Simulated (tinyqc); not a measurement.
Gate voltage from the surface potential.

Question. At the source end, Vgs + Vsb - Vfb - psi = gamma sqrt(G), G = psi - Vt + Vt exp((psi - 2 phiF - Vsb)/Vt), and the voltage over the insulator is gamma sqrt(G). Find that voltage and Vgs.

Values chosen for this exercise: temperature T = 350 K; flat-band voltage Vfb = -0.59 V; source-body reverse bias Vsb = 0.3 V.

Constants: q = 1.602176634e-19 C, kB = 1.380649e-23 J/K, Vt = kB T/q. Results are converted to the units shown.

psi = 0.81084980 V
phiF = 0.29198656 V
gamma = 0.19111380 V^0.5

Answer. In this direction the relation is explicit: no iteration is needed.

voltage over the insulator = 0.169 V
Vgs = 0.0900 V

tinyqc, about 0.04 s, one thread, Intel Xeon 2.30GHz (shared host): `OMP_NUM_THREADS=1 python tinyqc.py 2360064 2360065 out.jsonl`
